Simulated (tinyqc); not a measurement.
What moves the results: hydrogenic donor in a hard-walled well (variational). A value that a table varies takes the place of the one given here.

Trial function cos(pi z/L) exp(-r/lam), r measured from the donor at zi, walls at +/- L/2, one eps everywhere. Counted from the lowest subband, E(lam) = c/(m lam^2) - (q/eps) I0/I1, with I0 the integral of cos^2(pi z/L) exp(-2|z - zi|/lam) over the well and I1 the same with the factor (|z - zi| + lam/2); c = hbar^2/2m0, q = e^2/(4 pi eps0). The binding energy is -E at the minimum.

Constants: hbar^2/2m0 = 3.80998211 eV angstrom^2; e^2/(4 pi eps0) = 14.39964547 eV angstrom; Ry = 13.60569312 eV.

Inputs chosen for the exercise (near those of InGaAs; the results hold for these values, not for the real material): m = 0.04 m0 (mass); eps = 13.6 (dielectric constant); Ls = (40, 86, 145, 329, 539, 1208, 2428) angstrom (widths); L = 293 angstrom (well width); zi = 65 angstrom (position of the donor from the centre).

## Width of the well

Ry* = 2.9424 meV
a* = 179.920 angstrom

Donor at the centre and at the wall (zi = L/2).

Binding:

| L (angstrom) | L/a* | centre (meV) | in Ry* | wall (meV) | in Ry* | centre/wall |
|---|---|---|---|---|---|---|
| 40 | 0.22 | 9.59 | 3.258 | 7.01 | 2.381 | 1.37 |
| 86 | 0.48 | 8.19 | 2.785 | 5.19 | 1.762 | 1.58 |
| 145 | 0.81 | 7.09 | 2.410 | 4.04 | 1.372 | 1.76 |
| 329 | 1.83 | 5.37 | 1.826 | 2.58 | 0.876 | 2.09 |
| 539 | 3.00 | 4.49 | 1.524 | 1.92 | 0.654 | 2.33 |
| 1208 | 6.71 | 3.47 | 1.180 | 1.20 | 0.409 | 2.89 |
| 2428 | 13.49 | 3.10 | 1.052 | 0.88 | 0.301 | 3.50 |

What does this show, and why?

At the centre the binding falls from 3.26 to 1.05 Ry*, between the limits 4 and 1. At the wall it falls from 2.38 to 0.30 Ry*, towards 1/4: the wall forces a node through the donor, as in a 2p state. With this trial function, which underbinds wall donors by about a tenth, the wall donor drops below the bulk value between 145 and 329 angstrom. The ratio grows from 1.37 to 3.50.

## Position of the donor

Fixed width; zi from the centre to the wall.

Binding:

| 2 zi/L | zi (angstrom) | lam (angstrom) | binding (meV) | in Ry* |
|---|---|---|---|---|
| 0.0 | 0.0 | 162.8 | 5.60 | 1.905 |
| 0.2 | 29.3 | 166.0 | 5.39 | 1.831 |
| 0.4 | 58.6 | 177.9 | 4.80 | 1.630 |
| 0.6 | 87.9 | 203.5 | 4.00 | 1.361 |
| 0.8 | 117.2 | 242.8 | 3.28 | 1.114 |
| 0.9 | 131.8 | 264.2 | 2.99 | 1.017 |
| 1.0 | 146.5 | 284.5 | 2.75 | 0.936 |

How do the results move?

Uniform doping spreads the level over 2.85 meV, from 5.60 at the centre to 2.75 at the wall, while lam grows by 75 %. The slope is flat at the centre, which gives a peak in the density of donor states there, and steepest between 2 zi/L = 0.4 and 0.6.

## What each parameter does

The minimum over lam; Ry* = Ry m/eps^2. Each row changes one parameter from the base and keeps the others.

Results:

| case | binding (meV) | lam (angstrom) | binding/Ry* |
|---|---|---|---|
| base | 4.63 | 182.1 | 1.574 |
| m = 0.034 m0 | 4.19 | 207.8 | 1.674 |
| eps = 12.2 | 5.52 | 166.4 | 1.511 |
| L = 381 angstrom | 4.55 | 180.9 | 1.545 |
| zi = 32 angstrom | 5.35 | 166.7 | 1.818 |

How do the results move?

The largest shifts from the base row, up to three for each result and ties (the steps differ in size, so this ranks the rows, not the parameters). binding (meV): eps +0.89, zi +0.72, m -0.44. lam (angstrom): m +25.7, eps -15.8, zi -15.4. binding/Ry*: zi +0.244, m +0.100, eps -0.063.

Computed by tinyqc, a small Python program: `OMP_NUM_THREADS=1 python tinyqc.py 1251605 1251606 out.jsonl` (the numbers bound the seed that draws the inputs); one thread of a shared host (Intel(R) Xeon(R) Processor @ 2.30GHz), about 0.01 s for the whole set of steps.
